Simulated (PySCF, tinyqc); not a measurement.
G0W0 on RHF in the sto-3g basis, for BeH+, spin multiplicity 1, step by step. The lowest restricted solution is unstable here: a spin-polarised one lies 0.0191 hartree lower (PySCF). One step of it, computed by the program tinyqc.

Question. G0W0 on Hartree-Fock: LUMO. W(p,q,m) = sqrt2 sum_ia (pq|ia) (X+Y)_ia,m; Sigma_c(x) = sum_(i,m) W^2/(x - e_i + w_m) + sum_(a,m) W^2/(x - e_a - w_m); solve x = e_p + Sigma_c(x) by Newton steps; Z = 1/(1 - dSigma/dx); 1 hartree = 27.211386 eV.

orbital energies (hartree): MO1 -4.978692, MO2 -0.624019, MO3 -0.249525, MO4 -0.116709, MO5 -0.116709, MO6 0.052162

Two-electron integrals over orbitals (pq|rs), unique and non-zero (hartree):
```
(11|11) 2.275856    (21|11) -0.177136   (21|21) 0.022693    (22|11) 0.446983
(22|21) -0.002136   (22|22) 0.433428    (31|11) -0.169973   (31|21) 0.018545
(31|22) -0.012608   (31|31) 0.025009    (32|11) 0.093394    (32|21) -0.005776
(32|22) -0.061684   (32|31) 0.001280    (32|32) 0.077110    (33|11) 0.503361
(33|21) -0.009914   (33|22) 0.332913    (33|31) 0.001480    (33|32) 0.025543
(33|33) 0.407698    (41|41) 0.015578    (42|41) 0.014589    (42|42) 0.047464
(43|41) 0.013609    (43|42) 0.036203    (43|43) 0.046393    (44|11) 0.569241
(44|21) -0.006191   (44|22) 0.344217    (44|31) -0.005985   (44|32) 0.050314
(44|33) 0.370991    (44|44) 0.449859    (51|51) 0.015578    (52|51) 0.014589
(52|52) 0.047464    (53|51) 0.013609    (53|52) 0.036203    (53|53) 0.046393
(54|54) 0.024249    (55|11) 0.569241    (55|21) -0.006191   (55|22) 0.344217
(55|31) -0.005985   (55|32) 0.050314    (55|33) 0.370991    (55|44) 0.401360
(55|55) 0.449859    (61|11) -0.071259   (61|21) 0.012237    (61|22) 0.008351
(61|31) 0.001095    (61|32) -0.008086   (61|33) -0.013403   (61|44) -0.001885
(61|55) -0.001885   (61|61) 0.014665    (62|11) 0.131376    (62|21) -0.000873
(62|22) -0.008670   (62|31) -0.008651   (62|32) 0.058764    (62|33) -0.004488
(62|44) 0.069790    (62|55) 0.069790    (62|61) 0.006499    (62|62) 0.112166
(63|11) -0.087888   (63|21) 0.003423    (63|22) 0.056451    (63|31) -0.004827
(63|32) -0.074784   (63|33) -0.041145   (63|44) -0.044820   (63|55) -0.044820
(63|61) 0.008507    (63|62) -0.062705   (63|63) 0.092019    (64|41) 0.006086
(64|42) 0.023009    (64|43) 0.005022    (64|64) 0.021156    (65|51) 0.006086
(65|52) 0.023009    (65|53) 0.005022    (65|65) 0.021156    (66|11) 0.478475
(66|21) -0.002504   (66|22) 0.439644    (66|31) -0.011184   (66|32) -0.064447
(66|33) 0.362629    (66|44) 0.348797    (66|55) 0.348797    (66|61) 0.006886
(66|62) -0.029009   (66|63) 0.055930    (66|66) 0.472150
```

excitation energies w (hartree): 0.478835  0.594409  0.594409  0.886975  4.778925  4.893076  4.893076  5.060133

X + Y:
```
             1          2          3          4          5         6          7          8
1>3  -0.002802   0.000000   0.000000   0.006172   0.994747  0.000000   0.000000   0.007419
1>4   0.000000  -0.003204  -0.010640   0.000000   0.000000  0.959763  -0.269230   0.000000
1>5   0.000000  -0.010640   0.003204   0.000000   0.000000  0.269230   0.959763   0.000000
1>6   0.006870   0.000000   0.000000  -0.003569  -0.007868  0.000000   0.000000   0.997070
2>3   0.863170   0.000000   0.000000   0.141385   0.000085  0.000000   0.000000  -0.000473
2>4   0.000000   0.266372   0.884591   0.000000   0.000000  0.001205  -0.000338   0.000000
2>5   0.000000   0.884591  -0.266372   0.000000   0.000000  0.000338   0.001205   0.000000
2>6  -0.258563   0.000000   0.000000   0.852200  -0.001060  0.000000   0.000000   0.000695
```

Give: The 12 largest terms at x = e_p; Newton steps; quasiparticle energy of the LUMO; Hartree-Fock value.

Answer.

The 12 largest terms at x = e_p (hartree; W for the signs of X + Y given):
```
q  m       W       term
6  4  -0.091     -0.007
2  1   0.073      0.006
6  1  -0.068     -0.006
2  4   0.086      0.006
4  3   0.045  -2.80e-03
5  2   0.045  -2.80e-03
3  1   0.033  -2.23e-03
4  2   0.014  -2.53e-04
5  3  -0.014  -2.53e-04
1  5   0.035   1.30e-04
3  8  -0.019  -7.06e-05
4  6   0.019  -6.83e-05
```

Newton steps (hartree):
```
step       x  Sigma_c(x)      Z
0     -0.250      -0.009  0.963
1     -0.258      -0.009  0.963
2     -0.258      -0.009  0.963
```

quasiparticle energy of the LUMO = -7.031 eV

Hartree-Fock value = -6.790 eV
